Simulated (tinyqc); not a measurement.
# Size effects in the resistivity of thin metal films and interconnect lines, step by step

A worked calculation. Computed by tinyqc, a small Python program that keeps every step. Command: `OMP_NUM_THREADS=1 python tinyqc.py 3007025 3007026 out.jsonl size walk`. One thread of a shared host (Intel(R) Xeon(R) Processor @ 2.30GHz), about 0.01 s of CPU time with the checks. Intermediate numbers are printed to about 7 digits and carried at full precision; extremes and crossings named in words are read from the listed rows.

Electrons lose their drift at surfaces (a share 1 - p of the hits) and at grain boundaries (reflection R), besides bulk scattering. The line sits in a trench with a non-conducting liner on both walls and the bottom; the spacing equals the drawn width.

Inputs (values chosen for the exercise, modelled on tungsten):
```
quantity,value,unit
bulk resistivity rho_b,5.46,microohm cm
bulk mean free path lambda,15,nm
specularity p,0.67,-
grain-boundary reflection R,0.56,-
drawn line width w,98,nm
grain size over metal width,1.4,-
aspect ratio (height over width),2,-
liner thickness t,1.5,nm
line length,240,micrometre
permittivity of the dielectric k,2.7,-
competitor: rho_b relative to this metal,2.3,-
competitor: lambda relative to this metal,0.28,-
competitor: liner relative to t,0,-
```

Geometry: line.

Constants: eps_0 = 8.8541878128e-12 F/m.

## Metal cross-section

Metal width w_m = w - 2t, height h_m = (aspect ratio) w - t, grain size D = (ratio) w_m.

metal width w_m = 95 nm

metal height h_m = 194.5 nm

grain size D = 133 nm

share of the trench filled by metal = 96.19690 %

## Grain boundaries

Mayadas-Shatzkes: alpha = (lambda/D) R/(1 - R); rho_b/rho = 1 - 3 alpha/2 + 3 alpha^2 - 3 alpha^3 ln(1 + 1/alpha).

alpha = 0.1435407

rho/rho_b from grains = 1.207601

The linear estimate 1 + 3 alpha/2 gives 1.215, within 2 %.

## Surfaces

Fuchs-Sondheimer film: rho_b/rho = 1 - (3/(2 kappa))(1 - p) int_0^1 (s - s^3)(1 - exp(-kappa/s))/(1 - p exp(-kappa/s)) ds, f = rho/rho_b, kappa = thickness/lambda, 80 Gauss-Legendre points. Line: the excess of a film of thickness w_m and of a film of thickness h_m are added, rho/rho_b = 1 + (f(w_m) - 1) + (f(h_m) - 1), an estimate that holds best when both sides exceed lambda.

kappa = w_m/lambda = 6.333333

f(w_m) = 1.019928

f(h_m) = 1.009636

rho/rho_b from surfaces = 1.029564

## Resistance and delay

Total: rho = rho_b [1 + surface excess + grain excess]; resistance per length rho/(w_m h_m); capacitance per length C = 2 k eps_0 (aspect ratio + 1/2), a parallel-plate estimate for two neighbours plus a fixed term for the planes above and below; delay 0.38 R C L^2; effective resistivity per drawn area.

resistivity rho = 6.754920 microohm cm

resistance per length = 3.655754 ohm/micrometre

capacitance per length = 0.1195315 fF/micrometre

RC delay = 9.564573 ps

effective resistivity per drawn area = 7.021973 microohm cm

Of the factor 1.29 over bulk, scattering gives 1.24 and the liner 1.04; within scattering, grain boundaries outweigh surfaces (0.21 against 0.03, grains first).

## A short-path metal as competitor

w_m = w - 2t, h_m = (aspect ratio) w - t, D = (ratio) w_m; rho = rho_b [1 + surface excess + grain excess]. Effective resistivity rho (aspect ratio) w^2/(w_m h_m) for the metal with its liner, for the same metal without liner, and for a competitor with its own rho_b, lambda and liner, and for that competitor with the liner t; p, R, aspect and grain ratios are the same.

Effective resistivity (microohm cm):
```
w (nm),this metal,without liner,competitor,"competitor, liner t"
200,6.2079,6.08283,12.96384,13.2169
100,6.9892,6.69247,13.36547,13.9078
50,8.6841,7.89350,14.15995,15.3985
30,11.2795,9.47593,15.20684,17.6483
20,15.1970,11.43731,16.50258,20.9765
14,21.6805,13.94181,18.15505,26.3518
10,34.0042,17.26009,20.34299,36.2668
7,66.6079,22.20488,23.60315,61.4790
5,180.4549,28.75302,27.92255,145.2650
```

The competitor wins below a width between 20.0 and 14.0 nm. In narrow lines rho scales as rho_b lambda/w, and the product rho_b lambda of the competitor is 0.64 times this metal's. At the narrowest width the liner costs this metal a factor 6.28. With the same liner the competitor wins below a width between 10.0 and 7.00 nm; at the narrowest width the thinner liner lowers it from 145 to 27.9. Rows with w - 2t below lambda stretch the additive estimate. Metal widths below about 5 nm are outside this semiclassical model.

Checks made by the program: grain-boundary formula against its angular integral 3 int_0^1 c^3/(c + alpha) dc (relative difference below 1e-10).
